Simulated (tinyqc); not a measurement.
Valley splitting of a silicon quantum well in envelope theory: sweeps and comparisons. A value that a table varies takes the place of the one given here.

The well lies at 0 < z < L; U(z) = V0 [1/(1 + exp(z/w)) + 1/(1 + exp((L - z)/w))] - e F z, 1 mV/nm = 1e-4 eV/angstrom. The envelope psi solves -(c/ml) psi'' + U psi = E psi, c = hbar^2/2m0, by three-point differences on a grid of 0.1 angstrom from -40 to L + 40 angstrom. The two valleys at +/- k0 couple through D = C0 times the integral of exp(-i q z) U(z) psi^2, q = 2 k0 (2 pi/a), and split by Ev = 2|D|.

Random alloy: with Y(z) = Yw + (Yb - Yw) B(z), B the bracket in U, and in-plane density exp(-r^2/ad^2)/(pi ad^2), D gains a random complex part of variance sigma^2 = (C0^2/pi)(a^2 V0/(8 ad (Yb - Yw)))^2 (4/a) times the integral of psi^4 Y (1 - Y). Alone it gives a mean splitting sqrt(pi) sigma; together with the smooth part the rms splitting is 2 sqrt(|D|^2 + sigma^2).

Constants: hbar^2/2m0 = 3.80998211 eV angstrom^2.

Values chosen for the exercise (near those of a strained Si well in SiGe; shifted at random, so the results belong to these values and not to a real crystal): L = 86 angstrom (well width); V0 = 0.19 eV (conduction offset); ml = 0.917 m0 (mass along z); F = 13.9 mV/nm (field pressing towards the upper interface); k0 = 0.851 2 pi/a (valley position); a = 5.431 angstrom (lattice constant); C0 = 0.258 (Bloch overlap factor); Yb = 0.29 (Ge share of the barrier); Yw = 0 (Ge share of the well); ad = 180 angstrom (dot radius); ws = (0.2, 0.6, 0.9, 1.6, 2.1, 2.7, 4.6) angstrom (interface widths); Ls = (86, 87.4, 88.7, 90.1, 91.4, 92.8, 94.1, 95.5) angstrom (widths in steps of one atomic layer, a/4, rounded to the grid); F2 = 0.5 mV/nm (second field, zero or weak); w1 = 0.5 angstrom (interface width for this table); w = 1.1 angstrom (interface width parameter).

## Sharpness of the interface

The smooth part 2|D| and the disorder part against w, beside y/sinh(y) with y = pi q w. The 12 to 88 % width of the step is 4w.

Results:
```
w (angstrom)  4w (angstrom)  2|D| (micro-eV)  y/sinh(y)  sqrt(pi) sigma (micro-eV)
0.2                     0.8           286.06       0.78                       11.9
0.6                     2.4            67.83       0.18                       13.7
0.9                     3.6            16.35      0.043                       15.6
1.6                     6.4             0.42     0.0010                       20.9
2.1                     8.4             0.03    5.9e-05                       24.9
2.7                    10.8             0.00    1.9e-06                       29.6
4.6                    18.4             0.00    2.5e-11                       42.4
```

What can be read from the table?

The smooth part needs a Fourier component of U psi^2 at a wavelength of 3.19 angstrom; from the first row to the third it falls by a factor 17.5, while y/sinh(y) falls by 18.4 (the envelope near the step and the phase between the two interfaces change too). The disorder part goes from 11.9 to 42.4 micro-eV, growing as the electron overlaps more alloy. It takes over between w = 0.9 and 1.6 angstrom, that is a step 3.6 to 6.4 angstrom wide, with 1.36 angstrom to an atomic layer.

## Adding atomic layers

The smooth splitting Ev = 2|D| with w = w1, at the field F2 and at F.

Results:
```
L (angstrom)  q L mod 2 pi  Ev at F2 (micro-eV)  Ev at F (micro-eV)
86.0                  5.98                 10.5                 104
87.4                  2.45                 8.09                 104
88.7                  5.01                 12.7                 104
90.1                  1.48                 3.84                 104
91.4                  4.04                 12.0                 104
92.8                  0.52                 5.59                 104
94.1                  3.08                 9.10                 104
95.5                  5.83                 8.67                 104
```

How do the results move?

At F2 the splitting swings between 3.84 and 12.7 micro-eV, a ratio of 3.3, as the two interfaces add with the phase q L, which advances on average by 2.67 rad a layer. At F the ratio is 1.00, where in the first row psi^2 at the upper interface is 9.77e+04 times that at the lower one: one interface dominates and the interference fades.

## What each parameter does

Orbital spacing, psi^2 at z = L, the smooth splitting and sigma; V0 is held fixed when Yw changes. Each row changes one parameter from the base and keeps the others.

Results:
```
case               E2 - E1 (meV)  psi^2(L) (1e-3/angstrom)  2|D| (micro-eV)  sigma (micro-eV)
base                       34.63                     6.462             5.94               9.6
ad = 220 angstrom          34.63                     6.462             5.94               7.9
Yw = 0.03                  34.63                     6.462             5.94              54.6
L = 92 angstrom            34.61                     6.461             5.95               9.6
V0 = 0.237 eV              34.76                     4.976             5.95               9.6
w = 1.43 angstrom          34.53                     6.067             1.05              11.0
F = 20.85 mV/nm            44.92                     9.887             9.13              14.4
k0 = 0.831 2 pi/a          34.63                     6.462             6.97               9.6
C0 = 0.31                  34.63                     6.462             7.14              11.5
```

How do the results move?

The largest shifts from the base row, up to three for each result and ties (the steps differ in size, so this ranks the rows, not the parameters). E2 - E1 (meV): F +10.29, V0 +0.13, w -0.10; unchanged at the printed digits by ad, Yw, k0 and C0. psi^2(L) (1e-3/angstrom): F +3.426, V0 -1.485, w -0.394; unchanged at the printed digits by ad, Yw, k0 and C0. 2|D| (micro-eV): w -4.89, F +3.19, C0 +1.20; unchanged at the printed digits by ad and Yw. sigma (micro-eV): Yw +45.0, F +4.8, C0 +1.9; unchanged at the printed digits by L, V0 and k0.

Computed by tinyqc, a small Python program: `OMP_NUM_THREADS=1 python tinyqc.py 1250331 1250332 out.jsonl` (the numbers bound the seed that draws the inputs); one thread of a shared host (Intel(R) Xeon(R) Processor @ 2.30GHz), about 0.1 s for the whole set of steps.
